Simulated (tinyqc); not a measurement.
Changing the temperature T: capillary instabilities by surface diffusion: grooving and agglomeration of films, edge retraction, wire break-up and smoothing of roughness. Computed by tinyqc, a small Python program. Command: `OMP_NUM_THREADS=1 python tinyqc.py 3020552 3020553 out.jsonl dewet sweep`. One thread of a shared host (Intel(R) Xeon(R) Processor @ 2.30GHz), about 0.01 s of CPU time with the checks.

Isotropic surface energy; shapes change by surface diffusion alone.

Inputs (values chosen for the exercise, of the order of those of a ruthenium film):
```
quantity                                value        unit
surface energy gamma_s                   2.68       J/m^2
grain-boundary energy gamma_b            0.71       J/m^2
contact angle on the substrate theta      120     degrees
atomic volume Omega                      13.6  angstrom^3
surface sites nu                           11      1/nm^2
prefactor D0                          5.3e-05       m^2/s
activation energy Q                      2.18          eV
time t                                     17           s
film thickness h                          4.8          nm
grain radius R                             23          nm
wire radius r                              21          nm
initial ripple over radius               0.02           -
```

Grooves: at the surface only.

Constants: k_B = 8.617333262e-05 eV/K; k_B = 1.380649e-23 J/K.

Method:
- B = D_s nu gamma_s Omega^2/(k_B T), D_s = D0 exp(-Q/(k_B T)).
- Groove angle beta: sin(beta) = gamma_b/(2 gamma). For circular grains of radius R with spherical caps the groove ends (measured from the mean surface) at the depth R g(beta), g = (2 - 3 cos beta + cos^3 beta)/(3 sin^3 beta). The film parts if R g(beta_s) > h.
- Mullins' isolated groove: depth below the flat surface d = 0.780 m (B t)^(1/4), m = tan(beta_s), width between the ridges 4.6 (B t)^(1/4); time to reach h: (h/(0.780 m))^4/B.
- A rim shaped as a circular segment with contact angle theta holds the area h x; its radius r obeys r^2 (theta - sin theta cos theta) = h x. To advance, the edge must carry a strip of the rim height H = r (1 - cos theta) over the rim, driven by the curvature 1/r over the distance r theta (the scaling argument of Brandon and Bradshaw): H dx/dt = B/(theta r^2) gives x^(5/2) = (5/2) B t c^(3/2)/(theta (1 - cos theta) h^(3/2)), c = theta - sin theta cos theta.
- A wire with r + A cos(k z) has dA/dt = (B/r^4) (kr)^2 [1 - (kr)^2] A: unstable for wavelengths above 2 pi r, fastest at kr = 1/sqrt 2 with the rate B/(4 r^4); break-up time about (4 r^4/B) ln(r/A0); each wavelength makes a sphere of radius (3 r^2 lambda_m/4)^(1/3).

One run for each value:
```
temperature T (K)  retraction x (nm)  groove depth (nm)  break-up time (s)  B (nm^4/s)
1080                           33.97             1.2714         2.3380e+03  1.3016e+03
1150                           58.60             1.7875         5.9828e+02  5.0867e+03
1230                          101.11             2.5136         1.5302e+02  1.9889e+04
1310                          162.95             3.3871         4.6411e+01  6.5572e+04
1380                          236.14             4.2710         1.8357e+01  1.6578e+05
1460                          345.04             5.4134         7.1128e+00  4.2786e+05
1530                          465.00             6.5231         3.3736e+00  9.0208e+05
1610                          632.89             7.9091         1.5610e+00  1.9495e+06
1680                          808.48             9.2170         8.4637e-01  3.5956e+06
```

Over the rows, retraction x (nm) rises from 34.0 to 808 (exponent d ln y / d ln x 8.7 between the first rows and 5.8 between the last); groove depth (nm) rises from 1.27 to 9.22 (exponent d ln y / d ln x 5.4 between the first rows and 3.6 between the last); break-up time (s) falls from 2340 to 0.846 (exponent d ln y / d ln x -22 between the first rows and -14 between the last). Times carry the energy Q, but lengths at fixed time only Q/4 (grooves) and 2Q/5 (edges): 0.545 and 0.872 eV.

Caution (all rows): the grooves of neighbouring boundaries overlap, so the depth levels off at its final value. Caution (all rows): faceting can stabilise wires along low-index directions. Caution (rows 1460, 1530, 1610, 1680): this depth exceeds the film thickness, so the isolated-groove formula no longer applies.
